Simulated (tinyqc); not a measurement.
Inside a calculation: Kronig-Penney superlattice by transfer matrices. Values are carried at full precision from step to step, so a last printed digit may differ when a step is redone from the rounded ones.

Wells (width a, potential 0, mass mw) alternate with barriers (width b, height V0, mass mb); period d = a + b; c = hbar^2/2m0. The vector (psi, psi'/m) is continuous, and a layer of thickness t carries it by M = [[cos kt, (m/k) sin kt], [-(k/m) sin kt, cos kt]] with k = sqrt(m (E - V)/c); for E < V, k = i kappa gives [[cosh, (m/kappa) sinh], [(kappa/m) sinh, cosh]] of kappa t. A Bloch state obeys cos(q d) = tr(Mb Mw)/2.

Constants: hbar^2/2m0 = 3.80998211 eV angstrom^2; hbar = 6.58211957e-16 eV s.

Parameters, chosen for this exercise (near those of an InGaAs superlattice with barriers of InP; shifted at random, so the results belong to these values and not to a real crystal):
- a = 145 angstrom (well width)
- b = 45 angstrom (barrier width)
- V0 = 0.239 eV (barrier height)
- mw = 0.0417 m0 (mass in the wells)
- mb = 0.0804 m0 (mass in the barriers)
- E = 0.0529 eV (trial energy)
- F = 20 kV/cm (field along the axis)

## Layer matrices at one energy

Form the matrix of the well and of the barrier at E.

k in the well = 0.02406 1/angstrom
kappa in the barrier = 0.06267 1/angstrom

Mw (angstrom units):
```
          1         2
1  -0.94025  -0.59004
2   0.19646  -0.94025
```

Mb (angstrom units):
```
        1       2
1  8.4184  10.724
2  6.5152  8.4184
```

## The matrix of one period

Multiply M = Mb Mw and take half the trace. If its size is at most 1, E lies in a miniband and q d = arccos(tr M/2); otherwise the state decays by exp(-arccosh|tr M/2|) a period.

M:
```
         1        2
1  -5.8086  -15.051
2  -4.4720  -11.760
```

tr M/2 = -8.7841
q d in a band, or the decay exponent in a gap = 2.863

E lies in a gap; det M = 1.0000, as for any such product.

## Miniband edges

The edges are the energies where tr M/2 = +1 (q = 0) or -1 (q = pi/d); the first three minibands.

Minibands:

| band | bottom (eV) | top (eV) | width (meV) |
|---|---|---|---|
| 1 | 0.0218 | 0.0239 | 2.1 |
| 2 | 0.0879 | 0.0977 | 9.7 |
| 3 | 0.1945 | 0.2247 | 30.3 |

3 minibands of these lie wholly below V0. The first gap is 64.0 meV wide; the single well of width a has E1 = 0.0229 eV, inside the first miniband.

## Dispersion along the axis

Solve tr M/2 = cos(q d) inside each miniband at q d/pi = 0, 1/6, ..., 1. The cosine form is E_bottom + (W/2)(1 - cos q d) with the true width W.

Energies (eV):

| q d/pi | band 1 | cosine form | band 2 |
|---|---|---|---|
| 0.000 | 0.0218 | 0.0218 | 0.0977 |
| 0.167 | 0.0219 | 0.0219 | 0.0969 |
| 0.333 | 0.0223 | 0.0223 | 0.0950 |
| 0.500 | 0.0228 | 0.0229 | 0.0926 |
| 0.667 | 0.0234 | 0.0234 | 0.0902 |
| 0.833 | 0.0238 | 0.0238 | 0.0885 |
| 1.000 | 0.0239 | 0.0239 | 0.0879 |

The cosine form, which holds for hopping between neighbouring wells alone, misses band 1 by at most 0.0 meV, 2 % of its width.

## Mass along the axis

With f(E) = tr M/2, 1 - (q d)^2/2 = 1 + f'(E_bottom)(E - E_bottom) gives m_z = -2 c f'/d^2 (f' by a central difference of 1e-6 eV at the bottom of band 1). The cosine form gives 4 c/(W d^2), W the width of band 1 between tr M/2 = +1 and -1.

f' = -1020 1/eV
m_z = 0.2154 m0
m_z of the cosine form = 0.2008 m0
W = 2.10 meV

The mass along the axis is 5.17 times mw.

## In a field along the axis

One-band picture: ladder spacing e F d, Bloch frequency e F d/(2 pi hbar), and extent W/(e F) of a Stark state, with W the width of band 1; 1 kV/cm = 1e-5 V/angstrom.

e F d = 38.000 meV
Bloch frequency = 9.188 THz
W/(e F d) = 0.06 periods

The state is confined to about one period: the miniband has broken into a ladder of single-well levels.

## Checks

- Bottom of band 1 from 121 plane waves (the mass step taken by inverting the matrix of m) against the transfer matrix, eV: both 0.0218.

Program tinyqc; command `OMP_NUM_THREADS=1 python tinyqc.py 1280062 1280063 out.jsonl`; about 0.08 s on one thread of a shared Intel(R) Xeon(R) Processor @ 2.30GHz.
